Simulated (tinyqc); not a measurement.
## Gain factor and gap resistance from two string resistances

Inverse problem. At small bit-line voltage each of the 64 cells has the resistance 1/(K x) at overdrive x (no mobility reduction) in series with a gap resistance Rg. Find K, Rg and the share of the gaps at the higher overdrive.

resistance of a string of 64 equal cells at overdrives of 3.1 and 8.6 V (kohm): 2643.3573  1071.5358

Solution. The resistance per cell is a straight line in 1/x with slope 1/K and intercept Rg.

K = 8.40 uA/V^2
Rg = 2.90 kohm
share of the gaps = 17.3 %

Program tinyqc, `OMP_NUM_THREADS=1 python tinyqc.py 2142113 2142114 out.jsonl`; Intel Xeon 2.30GHz, shared host, one thread, about 0.6 s.
